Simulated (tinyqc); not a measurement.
One share for all, or one for each: linear model of a band gap against the share of exact exchange.

E(alpha) = E0 + S alpha. A wider gap screens less, modelled in the Penn form eps(alpha) = 1 + (e0 - 1)(EP/(EP + S alpha))^2 with a scale EP chosen for the exercise. A dielectric-dependent hybrid takes alpha = 1/eps.

Errors of the gap (eV) against each target; e0, EP, S and the gaps are values chosen for the exercise.

Results:
```
case          E0 (eV)  S (eV)     e0  EP (eV)  target Et (eV)  alpha needed  error, alpha = 0  error, 0.25  error, self-consistent
like GaAs        0.54    5.96  11.66     10.6            1.50         0.161             -0.96         0.53                   -0.40
like InP         0.68    5.24   9.98     11.2            1.40         0.137             -0.72         0.59                   -0.15
like Al2O3       5.86    9.14   3.35     24.3            8.93         0.336             -3.07        -0.79                    0.16
like diamond     4.02    7.48   6.10     28.4            5.51         0.199             -1.49         0.38                   -0.17
like HfO2        4.01    8.06   4.73     17.5            5.89         0.233             -1.88         0.14                    0.14
like AlN         4.11    7.51   4.88     23.7            6.16         0.273             -2.05        -0.17                   -0.33
like Ge          0.08    5.08  16.96      8.2            0.74         0.130             -0.66         0.61                   -0.34
```

Mean absolute errors: 1.55, 0.46 and 0.24 eV for alpha = 0, 0.25 and the self-consistent value. A fixed quarter overshoots for GaAs, InP, diamond, HfO2 and Ge and falls short for Al2O3 and AlN; the alpha needed runs between 0.130 and 0.336 and its correlation with 1/e0 over these cases is 0.97.

Run: tinyqc, `OMP_NUM_THREADS=1 python tinyqc.py 1881239 1881240 out.jsonl`; Intel(R) Xeon(R) Processor @ 2.30GHz, one thread, shared host; about 0.01 s of CPU time with all checks.
